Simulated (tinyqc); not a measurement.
Size of the test strain: deformation potentials from a strained empirical pseudopotential.

Diamond lattice, no spin-orbit coupling. Atomic form factor V(q) = a1 (q^2 - a2)/(a3 exp(a4 q^2) - 1) in rydberg with q in 1/bohr, for the unstrained cell. Under a strain e the reciprocal vectors and k go over into (1 + e)^(-1) G, the atoms sit at +/- tau with tau = (1 + e) a (1,1,1)/8 - zeta a (eyz, ezx, exy)/4, and H(G,G') = c |k + G|^2 delta + (V(q)/det(1 + e)) cos(q.tau), q = G - G', with the term q = 0 left out; c = hbar^2/2m0. The basis is fixed before straining: all G with |k + G|^2 up to 16 (2 pi/a)^2. k is given in units of 2 pi/a of the unstrained cell.

Constants: hbar^2/2m0 = 3.80998211 eV angstrom^2; Ry = 13.60569312 eV; a0 (Bohr radius) = 0.5291772105 angstrom.

Values chosen for the exercise (out of a larger set: near those of Si; not measured data): a = 5.42 angstrom (lattice constant); A = (0.531, 2.211, 2.079, 0.482) (a1 (Ry bohr^2), a2 (1/bohr^2), a3, a4 (bohr^2)); kD = 0.82 2 pi/a (position of the Delta minimum).

e = diag(-h/2, -h/2, h). Xu = [E(Delta z) - E(Delta x)]/(1.5 h) at fixed kD, b = [E(Z) - E(X, Y)]/(4.5 h); one-sided from +h alone, central from +h and -h.

Results (eV):

| h | Xu one-sided | Xu central | b one-sided | b central |
|---|---|---|---|---|
| 0.0010 | 8.117 | 8.122 | -3.276 | -3.272 |
| 0.0025 | 8.109 | 8.122 | -3.282 | -3.272 |
| 0.0050 | 8.097 | 8.122 | -3.292 | -3.272 |
| 0.0100 | 8.073 | 8.123 | -3.313 | -3.272 |
| 0.0200 | 8.026 | 8.127 | -3.354 | -3.273 |
| 0.0300 | 7.982 | 8.134 | -3.396 | -3.274 |

From h = 0.001 to 0.03 the one-sided Xu drifts by -0.135 eV and the central one by +0.012 eV; for b the drifts are -0.120 and -0.002 eV. The central difference cancels the term of second order in the strain, so its error goes as h^2. At h = 0.02 the linear law errs by 1.2 % for the valley splitting and 2.5 % for the valence splitting.

Computed by tinyqc, a small Python program: `OMP_NUM_THREADS=1 python tinyqc.py 1850247 1850248 out.jsonl` (the numbers bound the seed that draws the inputs); one thread of a shared host (Intel(R) Xeon(R) Processor @ 2.30GHz), about 0.2 s for the whole set of steps.
